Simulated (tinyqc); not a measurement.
# From one set of inputs to another, one input at a time

Model: Debye-Callaway model of lattice thermal conductivity. Computed by tinyqc, a small Python program. Command: `OMP_NUM_THREADS=1 python tinyqc.py 3025420 3025421 out.jsonl callaway ladder`. One thread of a shared host (Intel(R) Xeon(R) Processor @ 2.30GHz), about 0.04 s of CPU time with the checks.

Three acoustic branches with one velocity v, cut at omega_D = k_B Theta/hbar; x = hbar omega/(k_B T). v and Theta are separate inputs: Theta cuts off the heat-carrying modes, so C need not reach 3 k_B/V. gamma is an effective value that sets the umklapp rate.

The inputs printed are set A. Inputs not listed in the table keep their values of set A, so the rows need not describe a real material.

Inputs (values chosen for the exercise, modelled on germanium):
```
quantity,value,unit
sound velocity v,3750,m/s
Debye temperature Theta,384,K
volume per atom V,22.6,angstrom^3
mean atomic mass M,72.63,u
effective Grueneisen parameter gamma,2,-
umklapp exponent divisor b,3,-
alloy fraction f,0.38,-
mass difference Delta M,11,u
Casimir length L,100,micrometre
normal-process factor f_N,0.69,-
temperature T,600,K
probe frequency omega/omega_D,0.26,-
```

Sample: crystal. Point defects: alloy. Normal processes: included.

Constants: k_B = 1.380649e-23 J/K; hbar = 1.054571817e-34 J s; u = 1.6605390666e-27 kg.

Method:
- For a random alloy on all sites Gamma = f (1 - f) (Delta M/M)^2, with M the mean mass; strain-field scattering is left out. A = V Gamma/(4 pi v^3).
- Rates: point defects A omega^4; umklapp B omega^2 T exp(-Theta/(b T)) with B = hbar gamma^2/(M v^2 Theta); normal processes f_N B omega^2 T (T/Theta)^2. Boundaries: v/L.
- The resistive time is tau_R = 1/(boundary + point-defect + umklapp rates), and the free path is v tau_R.
- kappa_1 = c int tau_C g dx, g = x^4 e^x/(e^x - 1)^2, c = (k_B/(2 pi^2 v)) (k_B T/hbar)^3, over 0 < x < min(Theta/T, 40), by 96 Gauss-Legendre points in s with x = x_max s^2; 1/tau_C = 1/tau_R + 1/tau_N; kappa_2 = c [int (tau_C/tau_N) g dx]^2 / int (tau_C/(tau_N tau_R)) g dx; kappa = kappa_1 + kappa_2.
- Heat capacity C = 3 c int g dx / v^2; grey free path 3 kappa/(C v); the median free path v tau_C halves kappa_1 when the quadrature points are ordered by free path (each counted at half its weight, interpolated in the logarithm); likewise at 10 % and 90 %.

Each row keeps all changes above it:
```
input moved,from,to,heat capacity C (J/(m^3 K)),median free path (nm),free path (nm)
set A,-,-,1.651e+06,6.873e+00,63.5
volume per atom V (angstrom^3),22.6,22.1,1.651e+06,6.857e+00,63.6
alloy fraction f,0.38,0.049,1.651e+06,6.296e+00,68.5
effective Grueneisen parameter gamma,2,1.83,1.651e+06,7.543e+00,81.5
Debye temperature Theta (K),384,730,1.076e+07,1.233e+01,44.6
temperature T (K),600,200,6.447e+06,3.901e+02,155.8
mass difference Delta M (u),11,71.5,6.447e+06,2.571e+03,6.4
sound velocity v (m/s),3750,7510,8.027e+05,5.492e+03,101.3
```

Heat capacity C goes from 1.65e6 to 803000, a factor 0.486 in all. The largest single move comes from sound velocity v (a factor 0.125), and Debye temperature Theta works against it (a factor 6.52). Median free path goes from 6.87 to 5490, a factor 799 in all. The largest single move comes from temperature T (a factor 31.6). Free path goes from 63.5 to 101, a factor 1.59 in all. The largest single move comes from mass difference Delta M (a factor 0.0412), but it runs against the net change; the largest move in the direction of the net change is sound velocity v (a factor 15.8). The single moves hold for this order of the switches; the total does not depend on the order.

Extremes, crossings and ranges named in words are read from the listed rows.
